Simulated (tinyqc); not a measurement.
What moves the results: band folding and unfolding in a supercell of a chain. A value that a table varies takes the place of the one given here.

A chain with hopping -t and n = 8 sites a supercell. H(K) has v_j on the diagonal, -t between neighbours and -t exp(2 pi i K) on the bond that closes the cell (from the last site to the first of the next cell). The point K holds the n wave vectors k_m = (K + m)/n of the primitive zone, in 2 pi/a, m = 0 to n - 1, with E0 = -2t cos(2 pi k_m). The unfolding weight of a state c on k_m is |sum_j c_j exp(-2 pi i k_m j)|^2/n, j = 0 to n - 1.

Inputs chosen for the exercise:
- t = 1.72 eV (hopping)
- v = (0.636, 0.45, 0, -0.45, -0.636, -0.45, 0, 0.45) eV (site energies in the supercell)
- Kq = 0.3 2 pi/(n a) (wave vector in the small zone)

## Minigaps against first-order theory

Gap i lies between minibands i and i + 1, at K = 1/2 for odd i and K = 0 for even i, where k = +/- i/(2n) are degenerate; first order gives 2|V_i|, the Fourier component V_q = (1/n) sum_j v_j exp(-2 pi i q j/n) for q equal to the number of the gap. Computed for the potential at full and at half strength.

Gaps (eV):
```
i  E0 at the crossing  2|V_i|     gap  gap at half strength
1             -3.1781  0.6362  0.6182                0.3158
2             -2.4324  0.0000  0.1743                0.0482
3             -1.3164  0.0002  0.0178                0.0022
4              0.0000  0.0000  0.0000                0.0000
5              1.3164  0.0002  0.0178                0.0022
6              2.4324  0.0000  0.1743                0.0482
7              3.1781  0.6362  0.6182                0.3158
```

What can be read from the table?

Halving the potential about halves gaps 1 and 7, the scaling of first order. For i = 2, 3, 5 and 6 the first-order term is below 1 meV and the gap opens at higher order (full over half strength: 3.6, 8.1, 8.1 and 3.6). For i = 4 no gap opens at the printed digits. The largest miss of first order is 174 meV, at i = 2 and 6; the potential spans 0.74 t.

## From folded lines to real minibands

The potential is scaled by x. For the lowest level at K: energy, second-order estimate E0(k_0) + x V_0 - x^2 sum_m |V_m|^2/(E0(k_m) - E0(k_0)), weight on k_0, and width of the lowest miniband between K = 0 and 1/2.

Lowest level:
```
x      E (eV)  second order (eV)  weight on k_0  miniband width (eV)
0.00  -3.3450            -3.3450          1.000               0.2619
0.25  -3.3638            -3.3644          0.964               0.1915
0.50  -3.4143            -3.4227          0.890               0.1386
1.00  -3.5711            -3.6560          0.759               0.0731
1.50  -3.7654            -4.0448          0.679               0.0403
2.00  -3.9797            -4.5892          0.626               0.0233
3.00  -4.4430            -6.1445          0.561               0.0090
4.00  -4.9353            -8.3219          0.519               0.0039
```

What does this show?

Second order is -84.9 meV off at x = 1 and -1701 meV at x = 3. The weight on the parent k falls to 0.76 at x = 1 and 0.52 at x = 4, and the miniband narrows from 0.262 to 0.004 eV as the state gathers on the low sites. While the weight stays near one the primitive band is still the right picture and the folded copies carry little spectral weight.

## What each change does

The two lowest levels at K and the weight of the lowest on k_0. Each row changes one parameter from the base and keeps the others.

Results:
```
case                                                    level 1 (eV)  level 2 (eV)  weight
base                                                         -3.5711       -2.8218  0.7593
t = 1.892 eV                                                 -3.8928       -3.1172  0.7788
v = (-0.636, -0.45, 0, 0.45, 0.636, 0.45, 0, -0.45) eV       -3.5711       -2.8218  0.7593
Kq = 0.35 2 pi/(n a)                                         -3.5600       -2.8648  0.7094
```

How do the results move?

The largest shifts from the base row, up to three for each result and ties (the steps differ in size, so this ranks the rows, not the parameters). level 1 (eV): t -0.3217, Kq +0.0111; unchanged at the printed digits by v. level 2 (eV): t -0.2954, Kq -0.0430; unchanged at the printed digits by v. weight: Kq -0.0499, t +0.0195; unchanged at the printed digits by v.

Run: tinyqc, `OMP_NUM_THREADS=1 python tinyqc.py 1480374 1480375 out.jsonl`; Intel(R) Xeon(R) Processor @ 2.30GHz, one thread, shared host; about 0.01 s of CPU time with all checks.
